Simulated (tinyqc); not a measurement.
Precursor delivery by bubblers, mass-transport growth and the solid composition of a III-V alloy: one step, computed by the program tinyqc. Command: `OMP_NUM_THREADS=1 python tinyqc.py 3028988 3028989 out.jsonl movpe_thermo walk`. One thread of a shared host (Intel(R) Xeon(R) Processor @ 2.30GHz), about 0.01 s of CPU time with the checks.

1 sccm = 44.615 micromol/min; 1 torr = 133.322 Pa. The sources decompose fully at the surface.

Question. Bubblers. log10 p_v = a - b/T_bath; molar flow = F x 44.615 x p_v/(p_b - p_v) for a saturated bubbler.

Inputs (values chosen for the exercise, modelled on triethylgallium (source 1) and trimethylindium (source 2) for the vapour pressures):
```
quantity,value,unit
bath temperature T1,294,K
bath temperature T2,294,K
bubbler pressure p_b,760,torr
carrier flow F1,51,sccm
carrier flow F2,140,sccm
```

constants a, b of source 1 (log10 torr, K): [8.062, 2162]

constants a, b of source 2 (log10 torr, K): [10.48, 3014]

Give: vapour pressure 1; molar flow 1; vapour pressure 2; molar flow 2.

Answer.

vapour pressure 1 = 5.108 torr

molar flow 1 = 15.40 micromol/min

vapour pressure 2 = 1.692 torr

molar flow 2 = 13.93 micromol/min

One kelvin of bath error changes flow 1 by 5.8 % and flow 2 by 8.0 %.
